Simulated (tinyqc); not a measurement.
Hole subbands of a hard-walled well, four-band Luttinger model: one step. The matrix at one k. Two cases, with inputs chosen for the exercise.

Question. Fill in the 2N x 2N matrix, in meV.

Hole energies are counted downwards from the unstrained band edge, c = hbar^2/2m0. After the usual block transformation one block is H = [[P + Q - Zs, R - i S], [R + i S, P - Q + Zs]] in (heavy, light), with P +/- Q = c [(g1 +/- g2) k^2 + (g1 -/+ 2 g2) kz^2], R = sqrt(3) c gR k^2, S = 2 sqrt(3) c g3 k kz, kz = -i d/dz; axial approximation gR = (g2 + g3)/2. Zs = b (e_par - e_perp) is the shear part of the strain (the hydrostatic part shifts all levels alike and is left out). Basis sqrt(2/L) sin(n pi z/L), n = 1 to N, for each component: kz^2 gives (n pi/L)^2 and the heavy-light block is R delta_nm - 2 sqrt(3) c g3 k D_nm with D_nm = 4 n m/(L (n^2 - m^2)) for n + m odd, 0 otherwise. The other block has the same levels. The split-off band is left out.

Constants: hbar^2/2m0 = 3.80998211 eV angstrom^2.

Case 1.

Values chosen (near those of Ge; shifted at random, so the results belong to these values and not to a real crystal): g1 = 13.52 (Luttinger gamma1); g2 = 4.28 (gamma2); g3 = 5.77 (gamma3); L = 140 angstrom (well width along [001]); Zs = 0 eV (shear strain energy); k = 0.0321 1/angstrom (wave vector in the plane); N = 2 (sines for each component).

Case 2.

Values chosen (near those of Ge; shifted at random, so the results belong to these values and not to a real crystal): g1 = 13.35 (Luttinger gamma1); g2 = 4.24 (gamma2); g3 = 5.68 (gamma3); L = 135 angstrom (well width along [001]); Zs = 0 eV (shear strain energy); k = 0.0146 1/angstrom (wave vector in the plane); N = 3 (sines for each component).

Give: H(k).

Answer.

Case 1.

H(k) (meV):
```
       h1      h2      l1      l2
h1  79.40       0   34.17   46.56
h2      0  107.94  -46.56   34.17
l1  34.17  -46.56   78.64       0
l2  46.56   34.17       0  205.72
```

Case 2.

H(k) (meV):
```
       h1      h2      h3      l1      l2      l3
h1  24.33       0       0    6.98   21.62       0
h2      0   54.48       0  -21.62    6.98   38.92
h3      0       0  104.72       0  -38.92    6.98
l1   6.98  -21.62       0   52.44       0       0
l2  21.62    6.98  -38.92       0  187.56       0
l3      0   38.92    6.98       0       0  412.77
```

Computed by tinyqc, one run a case: `OMP_NUM_THREADS=1 python tinyqc.py N N+1 out.jsonl` with N = 1252766, 1280724; one thread of a shared Intel(R) Xeon(R) Processor @ 2.30GHz, about 0.1 s a run at most.
